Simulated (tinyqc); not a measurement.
Thin-body film or fin with hard walls, valleys of the Si type: one step. Valley masses for the (111) face.

Six ellipsoidal valleys with their long axes along the cube axes, mass ml along the axis and mt across it. For a valley whose axis makes the angle theta with the surface normal, 1/m_z = cos^2(theta)/ml + sin^2(theta)/mt sets the confinement; in the plane the masses are m_1 = mt and m_2 = ml mt/m_z, and m_d = sqrt(m_1 m_2).

Parameters, chosen for this exercise (out of a larger set: near those of Si; not measured data): ml = 0.926 m0 (longitudinal mass); mt = 0.192 m0 (transverse mass); face = 111 (face of the film or side wall of the fin).

Question. Group the valleys by their angle to the normal, heaviest m_z first.

Give: Valleys (masses in m0).

Answer.

Valleys (masses in m0):
```
valleys g,cos^2(theta),m_z,m_1,m_2,m_d
6,0.3333,0.2609,0.1920,0.6813,0.3617
```

Program tinyqc; command `OMP_NUM_THREADS=1 python tinyqc.py 1250766 1250767 out.jsonl`; about 0.01 s on one thread of a shared Intel(R) Xeon(R) Processor @ 2.30GHz.
